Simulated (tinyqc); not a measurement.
## Disorder from G

Question. A flat band at zero energy with self-consistent Born disorder has G = 1/(z - D G), z = E + i eta. Find D and the half-width 2 sqrt(D) of the broadened level.

Inputs (values chosen for the exercise):
- eta = 0.043 eV (bare broadening)
- E = -1.229 eV (energy from the band centre)

G = -0.97760360-0.75233001i 1/eV

Answer. D = (z - 1/G)/G, which comes out real.

D = 0.600 eV^2
half-width = 1.55 eV

Computed by the program tinyqc: `OMP_NUM_THREADS=1 python tinyqc.py 2720125 2720126 out.jsonl`, one thread of a shared Intel Xeon 2.30GHz, about 0.01 s for the whole run.
